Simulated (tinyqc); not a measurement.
Read current of a NAND string, cells in series solved by shooting: one step of the calculation.

Cells in series, numbered from 0 at the source line (0 V) to the bit line, each followed by a gap resistance Rg. A cell with gate Vg, threshold VT, source Vs and drain Vd passes I = 2 nf K Vt^2 [F(Vs) - F(Vd)]/(1 + th max(Vg - VT, 0)), F(V) = ln^2(1 + exp((Vg - VT - nf V)/(2 nf Vt))). The selected cell has Vg = Vr, the others Vg = Vp.

Problem. Node voltages for a trial current. For a trial current I start at 0 V and, cell by cell (the selected one is cell 1), solve for the drain: sqrt(F(Vd)) = sqrt(F(Vs) - I/k), k = 2 nf K Vt^2/(1 + th max(Vg - VT, 0)), Vd = [Vg - VT - 2 nf Vt ln(exp(sqrt F) - 1)]/nf, then add I Rg.

Inputs (values chosen for the exercise); values of the order met in vertical NAND strings:
- T = 300 K (temperature)
- K = 7.5 uA/V^2 (gain factor of a cell)
- nf = 2.2 (slope factor)
- th = 0.19 1/V (mobility reduction factor)
- Rg = 1.7 kohm (resistance of the gap between cells)
- Vbl = 0.5 V (bit-line voltage)
- Vp = 6.3 V (pass voltage)
- Vr = 3.2 V (read voltage on the selected word line)

Constants: q = 1.602176634e-19 C, kB = 1.380649e-23 J/K, Vt = kB T/q. Results are converted to the units shown.

second trial current = 0.87 uA
thresholds from the source end, cell 0 to 4 (V): 3.9  1.2  3.9  3.9  3.9

Give: node voltage after each cell and gap, trial 2.

Solution.

node voltage after each cell and gap, trial 2, cell 0 to 4 (V): 0.07428  0.1680  0.2568  0.3561  0.4707

Computed by the program tinyqc: `OMP_NUM_THREADS=1 python tinyqc.py 2142078 2142079 out.jsonl`, one thread of a shared Intel Xeon 2.30GHz, about 0.9 s for the whole run.
